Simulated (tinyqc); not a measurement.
Worked calculation: lattice vibrations of a chain. Computed by tinyqc, a small Python program that keeps every step. Command: `OMP_NUM_THREADS=1 python tinyqc.py 25604 25605 out.jsonl` (the two numbers bound the seeds that draw the settings). One thread of a shared host (Intel(R) Xeon(R) Processor @ 2.60GHz), about 0.01 s of CPU time with the checks.

## Dynamical matrix at q = 0.16

A chain moving along its axis:
```
atom                mass (u)  spring to the next atom (eV/angstrom^2)
1                  93.700000                                 3.500000
2                  35.700000                                14.300000
second neighbours          -                                 1.400000
```

q is in units of 2 pi/a. A spring k from atom i to atom j, n cells on, adds k to Phi_ii and Phi_jj, -k exp(2 pi i q n) to Phi_ij and the conjugate to Phi_ji (for one atom a cell: 2k (1 - cos 2 pi q n)); D_ij = Phi_ij / sqrt(m_i m_j).

D(q) (eV/(angstrom^2 u)):
```
                     1                    2
1             0.203839  -0.192997+0.208758i
2  -0.192997-0.208758i             0.535005
```

## Frequencies

omega^2 are the eigenvalues; wavenumber = 521.4708 sqrt(eigenvalue) 1/cm.

eigenvalues: 0.040415  0.698429

wavenumbers (1/cm): 104.8  435.8

weights |e|^2 of the mass-weighted modes:
```
          mode 1    mode 2
atom 1  0.751641  0.248359
atom 2  0.248359  0.751641
```

## Dispersion and heat capacity

C/k_B per atom = mean over q = (j + 1/2)/80, j = 0..39 and all branches of y^2 e^y/(e^y - 1)^2, y = hc wavenumber / k_B T.

Wavenumbers (1/cm):
```
q           branch 1    branch 2
0.000000    0.000000  432.716302
0.062500   42.384902  433.230852
0.125000   83.214707  434.678723
0.187500  120.977846  436.795389
0.250000  154.247790  439.209557
0.312500  181.723405  441.526425
0.375000  202.274296  443.406879
0.437500  215.000952  444.616655
0.500000  219.312407  445.032023
```

Heat capacity:
```
T (K)  C/k_B per atom
20           0.068168
50           0.188874
100          0.387421
200          0.684045
300          0.827979
600          0.950592
1200         0.987182
```

zero-point energy per atom = 17.921319 meV
